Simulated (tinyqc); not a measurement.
From results back to parameters: heavy doping: gap narrowing, degeneracy and the minority density. Three cases, with inputs chosen for the exercise.

Problem. Narrowing at two dopings was computed from hidden E0 and N0, with N0 below Na.

Empirical narrowing (Slotboom form, constants chosen for the exercise; published fits of this form give the apparent narrowing, here it is taken as the true one): dEg = E0 [ln(N/N0) + sqrt(ln(N/N0)^2 + C)].

Case 1.

Values chosen (out of a larger set: gap and densities of states near those of InP at this temperature; narrowing constants of the size fitted for Si, not for this material; not measured data): C = 0.5 (smoothing constant); Na = 9e+17 1/cm^3; Nb = 2.7e+19 1/cm^3.

dEg(Na) = 46.1707 meV
dEg(Nb) = 112.2220 meV

Case 2.

Values chosen (out of a larger set: gap and densities of states near those of Ge at this temperature; narrowing constants of the size fitted for Si, not for this material; not measured data): C = 0.5 (smoothing constant); Na = 1.1e+18 1/cm^3; Nb = 3.3e+19 1/cm^3.

dEg(Na) = 37.4548 meV
dEg(Nb) = 91.0373 meV

Case 3.

Values chosen (out of a larger set: gap and densities of states near those of InP at this temperature; narrowing constants of the size fitted for Si, not for this material; not measured data): C = 0.5 (smoothing constant); Na = 1.3e+18 1/cm^3; Nb = 3.9e+19 1/cm^3.

dEg(Na) = 40.2345 meV
dEg(Nb) = 97.7935 meV

Find: N0; E0.

Solution. The ratio dEg(Nb)/dEg(Na) depends on N0 alone and rises steadily with it; solve for ln N0 by bisection, then E0 from either value.

Case 1.

N0 = 9.0e+16 1/cm^3
E0 = 9.80 meV

Case 2.

N0 = 1.1e+17 1/cm^3
E0 = 7.95 meV

Case 3.

N0 = 1.3e+17 1/cm^3
E0 = 8.54 meV

Computed by tinyqc, one run a case: `OMP_NUM_THREADS=1 python tinyqc.py N N+1 out.jsonl` with N = 1650806, 1650809, 1650853; one thread of a shared Intel(R) Xeon(R) Processor @ 2.30GHz, about 0.01 s a run at most.
